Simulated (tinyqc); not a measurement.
# Inputs raised by 10 %, one at a time

Model: Rutherford backscattering from a thin compound film on silicon: kinematics, yields, composition and thickness. Computed by tinyqc, a small Python program. Command: `OMP_NUM_THREADS=1 python tinyqc.py 3008601 3008602 out.jsonl rbs sens`. One thread of a shared host (Intel(R) Xeon(R) Processor @ 2.30GHz), about 0.01 s of CPU time with the checks.

Singly charged helium ions (Z1 = 2, M1 = 4.0026 u) enter at the tilt angle a1 to the normal and leave at a2 = |180 - theta - tilt| in the same plane. The film is A B_x.

Inputs (values chosen for the exercise, modelled on a helium beam on HfO2):

| quantity | value | unit |
|---|---|---|
| beam energy E0 | 2.1 | MeV |
| scattering angle theta | 150 | degrees |
| tilt of the sample | 7 | degrees |
| heavy element: Z_A | 72 | - |
| heavy element: mass M_A | 178.5 | u |
| heavy element: stopping eps_A at 2 MeV | 117 | 1e-15 eV cm^2 |
| light element: Z_B | 8 | - |
| light element: mass M_B | 16 | u |
| light element: stopping eps_B at 2 MeV | 36.1 | 1e-15 eV cm^2 |
| atoms of B per atom of A, x | 1.79 | - |
| atomic density of the film | 84.4 | 1/nm^3 |
| film thickness d | 9.4 | nm |
| collected charge | 22 | microcoulomb |
| detector solid angle | 4.9 | msr |
| detector resolution (FWHM) | 12 | keV |

Constants: e^2/(4 pi eps_0) = 14.39964548 eV angstrom; e = 1.602176634e-19 C.

Method:
- Kinematic factor K = [(sqrt(M^2 - M1^2 sin^2 theta) + M1 cos theta)/(M + M1)]^2.
- Surface edges lie at K E0; substrate silicon has M = 28.09 u. Mass resolution at M_A = resolution/(E0 dK/dM).
- Stopping per atom eps(E) = eps(2 MeV) (E/2 MeV)^(-0.4) (a law chosen for the exercise); Bragg rule eps_film = (eps_A + x eps_B)/(1 + x); areal density N d, with 1/nm^2 = 0.1 x 1e15/cm^2.
- Width of the signal of element i: [K_i eps(E0)/cos a1 + eps(K_i E0)/cos a2] N d; depth resolution = resolution x d/width of A; energy lost on the way in = eps(E0) N d/cos a1.
- Rutherford cross section in the laboratory frame: sigma = (Z1 Z e^2/(4 pi eps_0 4E))^2 (4/sin^4 theta) (r + cos theta)^2/r, r = sqrt(1 - (M1 sin theta/M)^2), times the screening factor 1 - 0.049 Z1 Z^(4/3)/E (E in keV); 1 angstrom^2 = 1e8 barn.
- Counts = (charge/e) x solid angle x sigma(E_mean) x areal density of the element/cos a1, E_mean = E0 - half the energy lost on the way in; 1 barn = 1e-24 cm^2. The ratio of areas returns x = (Y_B/Y_A)(sigma_A/sigma_B), with the counting error sqrt(1/Y_A + 1/Y_B).

Runs:

| input moved | from | to | ratio of areas Y_B/Y_A | mass resolution at M_A (u) | counting error of x without background (%) | energy lost on the way in (keV) |
|---|---|---|---|---|---|---|
| base run | - | - | 0.020022 | 13.245 | 1.9553 | 5.1027 |
| beam energy E0 (MeV) | 2.1 | 2.31 | 0.019997 | 12.041 | 2.1511 | 4.9118 |
| atoms of B per atom of A, x | 1.79 | 1.969 | 0.022024 | 13.245 | 1.9252 | 4.9657 |
| film thickness d (nm) | 9.4 | 10.34 | 0.020022 | 13.245 | 1.8641 | 5.6130 |
| heavy element: stopping eps_A at 2 MeV (1e-15 eV cm^2) | 117 | 128.7 | 0.020022 | 13.245 | 1.9552 | 5.4314 |
| light element: stopping eps_B at 2 MeV (1e-15 eV cm^2) | 36.1 | 39.71 | 0.020022 | 13.245 | 1.9552 | 5.2843 |
| detector resolution (FWHM) (keV) | 12 | 13.2 | 0.020022 | 14.570 | 1.9553 | 5.1027 |
| scattering angle theta (degrees) | 150 | 165 | 0.019783 | 12.629 | 2.0722 | 5.1027 |

Exponents ln(y'/y) / ln(x'/x):

| input | ratio of areas Y_B/Y_A | mass resolution at M_A | counting error of x without background | energy lost on the way in |
|---|---|---|---|---|
| beam energy E0 | -0.013 | -1.0 | 1.001 | -0.400 |
| atoms of B per atom of A, x | 1.000 | 0.0 | -0.163 | -0.286 |
| film thickness d | 0.000 | 0.0 | -0.501 | 1.000 |
| heavy element: stopping eps_A at 2 MeV | 0.000 | 0.0 | -0.001 | 0.655 |
| light element: stopping eps_B at 2 MeV | 0.000 | 0.0 | 0.000 | 0.367 |
| detector resolution (FWHM) | 0.000 | 1.0 | 0.000 | 0.000 |
| scattering angle theta | -0.126 | -0.5 | 0.609 | 0.000 |

Among the inputs moved here: ratio of areas Y_B/Y_A answers most in size to atoms of B per atom of A, x (exponent +1.000), next to scattering angle theta (-0.126); its exponent is below 0.0005 for film thickness d, heavy element: stopping eps_A at 2 MeV, light element: stopping eps_B at 2 MeV, detector resolution (FWHM). Its exponent +1.000 in atoms of B per atom of A, x: areas count atoms. Its exponent 0.000 in film thickness d: both cross sections scale alike with energy. Mass resolution at M_A answers most in size to beam energy E0 (exponent -1.000), and about equally to detector resolution (FWHM) (+1.000); its exponent is below 0.0005 for atoms of B per atom of A, x, film thickness d, heavy element: stopping eps_A at 2 MeV, light element: stopping eps_B at 2 MeV. Its exponent -1.000 in beam energy E0: edges spread in proportion to E0. Counting error of x without background answers most in size to beam energy E0 (exponent +1.001), next to scattering angle theta (+0.609); its exponent is below 0.0005 for light element: stopping eps_B at 2 MeV, detector resolution (FWHM). Its exponent +1.001 in beam energy E0: sigma falls as 1/E^2 and the error goes as its inverse root. Its exponent -0.501 in film thickness d: counting statistics. Energy lost on the way in answers most in size to film thickness d (exponent +1.000), next to heavy element: stopping eps_A at 2 MeV (+0.655); its exponent is below 0.0005 for detector resolution (FWHM), scattering angle theta.

Extremes, crossings and ranges named in words are read from the listed rows.
